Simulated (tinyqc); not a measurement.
Mobility of a non-polar semiconductor in the relaxation-time approximation: one step, computed by the program tinyqc. Command: `OMP_NUM_THREADS=1 python tinyqc.py 3022924 3022925 out.jsonl rta walk`. One thread of a shared host (Intel(R) Xeon(R) Processor @ 2.30GHz), about 0.01 s of CPU time with the checks.

Each valley is treated as a sphere of mass m_d for states and rates, with one isotropic relaxation time; the conductivity mass m_c sets the current.

Task: Rates at a few energies. Parabolic band: E = hbar^2 k^2/(2 m), speed v = hbar k/m, states per spin, volume and energy g(E) = m k/(2 pi^2 hbar^2). Here m = m_d. Masses are multiplied by m_0 and all formulas are in SI units. Phonon occupation N_q = 1/(exp(hbar w/(k_B T)) - 1). Acoustic deformation potential (elastic, equipartition, absorption and emission together): 1/tau = 2 pi k_B T D_A^2 g(E)/(hbar rho v_l^2). Optical or intervalley deformation potential: 1/tau = (pi Z_f D_o^2/(rho w)) [N_q g(E + hbar w) + (N_q + 1) g(E - hbar w)], with g = 0 below the band edge. Each optical term is multiplied by (1 - f(E'))/(1 - f(E)), E' the final energy, for Pauli blocking. Singly charged impurities, momentum relaxation: 1/tau = N_I e^4 m (1 + 2 alpha E) Phi/(8 pi (eps_s eps_0)^2 hbar^3 k^3), with alpha = 0 for a parabolic band. Conwell-Weisskopf: Phi = ln(1 + y^2), y = 4 pi eps_s eps_0 E N_I^(-1/3)/e^2 (largest impact parameter N_I^(-1/3)/2). Alloy disorder: 1/tau = (2 pi/hbar) Omega x (1 - x) U^2 g(E), Omega = a^3/4 (other conventions for Omega rescale U).

Inputs (values chosen for the exercise, for a model non-polar semiconductor):

| quantity | value | unit |
|---|---|---|
| static permittivity eps_s | 12.7 | - |
| density rho | 5630 | kg/m^3 |
| sound velocity v_l | 6440 | m/s |
| acoustic deformation potential D_A | 11 | eV |
| phonon energy hbar w | 54.4 | meV |
| optical or intervalley deformation potential D_o | 8.8 | 1e8 eV/cm |
| final valleys Z_f | 5 | - |
| temperature T | 500 | K |
| alloy fraction x | 0.48 | - |
| alloy potential U | 0.42 | eV |
| lattice constant a | 5.66 | angstrom |

Band: parabolic. Impurity formula: Conwell-Weisskopf. Further scattering: alloy.

reduced Fermi level eta = -0.09615251

density-of-states mass m_d = 0.1102057 m_0

ionised impurity density N_I = 8.40e+18 1/cm^3

Constants: k_B = 8.617333262e-05 eV/K; k_B = 1.380649e-23 J/K; e = 1.602176634e-19 C; hbar = 1.054571817e-34 J s; m_0 = 9.1093837015e-31 kg; hbar = 6.582119569e-16 eV s; eps_0 = 8.8541878128e-12 F/m.

Give: Rates (1e12/s) at E = (max(eta, 0) + 0.5, 1, 2, 4) k_B T.

Result:

Rates (1e12/s) at E = (max(eta, 0) + 0.5, 1, 2, 4) k_B T:

| E (meV) | acoustic | optical | ionised impurity | alloy |
|---|---|---|---|---|
| 21.54 | 0.6246 | 0.7615 | 60.178 | 0.34847 |
| 43.09 | 0.8833 | 0.7837 | 50.925 | 0.49281 |
| 86.17 | 1.2492 | 1.8535 | 32.426 | 0.69694 |
| 172.35 | 1.7666 | 3.3924 | 17.118 | 0.98562 |
